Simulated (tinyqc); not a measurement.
# p-type polysilicon, carrier trapping at grain boundaries: two studies

One-dimensional grains of size Lg, uniform ionised doping N, monovalent traps Qt at each boundary at a depth Et below (for electrons) or above (for holes) the band edge there, abrupt depletion of width W on each side of a boundary, Boltzmann statistics. xi is the distance from the band edge at the grain centre to the Fermi level. Trapped charge Qt/(1 + exp((xi + VB - Et)/Vt)) = 2 N W, barrier VB = q N W^2/(2 eps0 eps_r).

Parameters, values chosen for the exercise; values of the order met in polycrystalline silicon: temperature T = 300 K; relative permittivity eps_r = 11.7; valence-band density of states at T NB = 2.65e19 cm^-3; grain size Lg = 36 nm; trap density of a grain boundary Qt = 2.4e12 cm^-2; depth of the trap level from the majority band edge at the boundary Et = 0.4 eV; mass for thermionic emission ms = 0.57 m0; correction factor of the emission rate fe = 0.5; mobility inside the grains mug = 240 cm^2/(V s); doping N = 2.8e17 cm^-3.

Constants: q = 1.602176634e-19 C, kB = 1.380649e-23 J/K, m0 = 9.1093837015e-31 kg, Vt = kB T/q, eps0 = 8.8541878128e-14 F/cm where lengths are in cm. Results are converted to the units shown.

Each table varies one quantity; the others keep the values above.

## Effect of the doping

If the trap equation with xi = Vt ln(NB/N) has a root W < Lg/2, the grain is partly depleted; otherwise W = Lg/2 and the trap equation gives xi = Et - VB + Vt ln(Qt/(N Lg) - 1). N* = Qt/Lg. n0 = NB exp(-xi/Vt); mean density n0 (1 - 2 W/Lg) by charge balance in a partly depleted grain, and n0 (sqrt(pi)/2) erf(u)/u with u = sqrt(VB/Vt) in a fully depleted one; v = sqrt(kB T/(2 pi ms m0)); barrier resistivity Vt exp(VB/Vt)/(q fe n0 v Lg); grain resistivity (1 - 2 W/Lg)/(q n0 mug); effective mobility 1/(q mean density total resistivity). Rows with xi above 0.45 V, towards mid-gap, are left out, since the other carrier type is ignored.

Effect of the doping:
```
N (cm^-3)	N/N*	depleted share 2 W/Lg	VB (V)	xi (V)	mean density (cm^-3)	resistivity (ohm cm)	effective mobility (cm^2/(V s))
6.1e16	0.09150	1.000	0.01528	0.4441	7.661e11	4.944e4	164.8
1.1e17	0.1650	1.000	0.02756	0.4144	2.130e12	2.520e4	116.3
2.1e17	0.3150	1.000	0.05262	0.3675	1.057e13	1.083e4	54.56
3.8e17	0.5700	1.000	0.09521	0.2975	1.222e14	3756	13.60
7e17	1.050	0.9493	0.1580	0.09394	3.550e16	16.24	10.82
1.3e18	1.950	0.5128	0.08564	0.07794	6.334e17	0.5411	18.21
2.4e18	3.600	0.2778	0.04640	0.06209	1.733e18	0.07091	50.78
4.3e18	6.450	0.1550	0.02590	0.04701	3.633e18	0.02104	81.64
8e18	12.00	0.08333	0.01392	0.03096	7.333e18	0.008368	101.7
```

What does the comparison show?

As N goes from 6.1e16 to 8e18, VB goes from 0.0153 through a maximum of 0.158 (at N = 7e17 among the rows listed) to 0.0139 V, the resistivity falls from 49400 to 0.00837 ohm cm and the effective mobility goes from 165 through a minimum of 10.8 (at N = 7e17 among the rows listed) to 102 cm^2/(V s). The steepest fall of the resistivity among the rows, as N^(-8.9), lies between N = 3.8e17 and 7e17 cm^-3; N* = 6.67e17 cm^-3. While the grain is fully depleted VB grows as N; once the traps are full it falls as 1/N. For N = 2.4e18, 4.3e18, 8e18 xi is under 2.5 Vt, where Boltzmann statistics begin to fail. For N = 6.1e16, 8e18 VB is below Vt, where abrupt depletion and thermionic emission are rough. For N = 7e17 the grain is near the changeover between partial and full depletion, within a few Debye lengths, where both limits are rough.

## Effect of the grain size

Same model as above.

N* = Qt/Lg.

Effect of the grain size:
```
Lg (nm)	N/N*	depleted share 2 W/Lg	VB (V)	xi (V)	mean density (cm^-3)	resistivity (ohm cm)	effective mobility (cm^2/(V s))
10	0.1167	1.000	0.005413	0.4469	7.688e11	1.357e5	59.82
17	0.1983	1.000	0.01564	0.4205	1.901e12	4.262e4	77.05
31	0.3617	1.000	0.05202	0.3627	1.278e13	1.021e4	47.86
53	0.6183	1.000	0.1521	0.2355	1.072e15	2088	2.790
94	1.097	0.7203	0.2481	0.1176	7.832e16	507.2	0.1571
160	1.867	0.4232	0.2481	0.1176	1.615e17	298.0	0.1297
290	3.383	0.2335	0.2481	0.1176	2.146e17	164.5	0.1768
500	5.833	0.1354	0.2481	0.1176	2.421e17	95.43	0.2702
```

As Lg goes from 10 to 500, VB rises from 0.00541 to 0.248 V, the resistivity falls from 1.36e5 to 95.4 ohm cm and the effective mobility moves up and down between 0.130 and 77.0 cm^2/(V s). For Lg = 10, 17 VB is below Vt, where abrupt depletion and thermionic emission are rough.

Program tinyqc, `OMP_NUM_THREADS=1 python tinyqc.py 2830112 2830113 out.jsonl`; Intel Xeon 2.30GHz, shared host, one thread, about 0.01 s.
